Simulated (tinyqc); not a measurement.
From results back to parameters: Koster-Slater impurity in an sp3s* host.

Problem. In the Koster-Slater model a defect shifts the s level of its site by Vs and the p levels by Vp; an A1 level solves 1/Vs = G_s(E) and a T2 level 1/Vp = G_p(E), E from the top of the valence band. A defect has an A1 level at E = 2.0639 eV, one of the energies of the table, and a T2 level at 0.2948 eV.

G(E) of the host (1/eV):
```
E (eV)         G_s         G_p
0.0000   0.0437159   0.2816892
0.2948   0.0345061   0.1956152
0.5897   0.0241072   0.1494401
0.8845   0.0116306   0.1154853
1.1794  -0.0044260   0.0870381
1.4742  -0.0270827   0.0606726
1.7691  -0.0638391   0.0333395
2.0639  -0.1417645  -0.0001720
2.3588  -0.6199962  -0.0683325
```

Find: Vs, Vp.

Solution. Read G_s and G_p at the two energies and invert them. Vs is attractive and pulls its level down from the conduction bands. Vp is repulsive and pushes its level up from the valence bands.

Vs, Vp (eV): -7.1  5.1

Computed by tinyqc, a small Python program: `OMP_NUM_THREADS=1 python tinyqc.py 1452548 1452549 out.jsonl` (the numbers bound the seed that draws the inputs); one thread of a shared host (Intel(R) Xeon(R) Processor @ 2.30GHz), about 0.08 s for the whole set of steps.
